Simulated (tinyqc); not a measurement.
Minority-electron transport through the base of a bipolar transistor (Moll-Ross and Kroemer integrals): one step, computed by the program tinyqc. Command: `OMP_NUM_THREADS=1 python tinyqc.py 3014911 3014912 out.jsonl base walk`. One thread of a shared host (Intel(R) Xeon(R) Processor @ 2.30GHz), about 0.01 s of CPU time with the checks.

Low injection, one dimension, x from the emitter edge (0) to the collector edge (W), s = x/W. Recombination is treated as a small correction (valid for tau_B well below tau_n), computed from the stored charge.

Task: Profile and built-in field. N(x) = N_0 (ratio)^(-s^2); n_i(x)^2 = n_i^2 exp(s dE_g/k_B T); D(x) = (k_B T/e) mu, mu = mu_min + (mu_max - mu_min)/(1 + (N/N_ref)^0.7). Field that drives electrons towards the collector, averaged over the base: (k_B T/e) ln[N_0 n_i(W)^2/(N(W) n_i^2)]/W.

Inputs (values chosen for the exercise, modelled on InP):
```
quantity                               value        unit
base doping at the emitter edge N_0  4.6e+18      1/cm^3
base width W                             100          nm
mu_min                                   890  cm^2/(V s)
mu_max                                  4580  cm^2/(V s)
N_ref                                2.8e+17      1/cm^3
temperature T                            300           K
doping ratio N_0/N(W)                     31           -
gap narrowing across the base dE_g        81         meV
```

Base doping profile: Gaussian. Gap grading: linear. Exit of the base: infinite sink.

Constants: k_B = 8.617333262e-05 eV/K.

Give: Across the base; drift factor eta (potential drop in k_B T/e); mean built-in field.

Result:

Across the base:
```
s    N (1/cm^3)  n_i(x)^2/n_i^2  D (cm^2/s)  y (s/cm^5)
0.0   4.600e+18            1.00       34.79   1.322e+17
0.2   4.010e+18            1.87       35.82   5.981e+16
0.4   2.655e+18            3.50       39.37   1.926e+16
0.6   1.336e+18            6.55       46.94   4.344e+15
0.8   5.108e+17           12.26       60.81   6.850e+14
1.0   1.484e+17           22.95       81.13   7.970e+13
```

drift factor eta (potential drop in k_B T/e) = 6.567

mean built-in field = 16.98 kV/cm
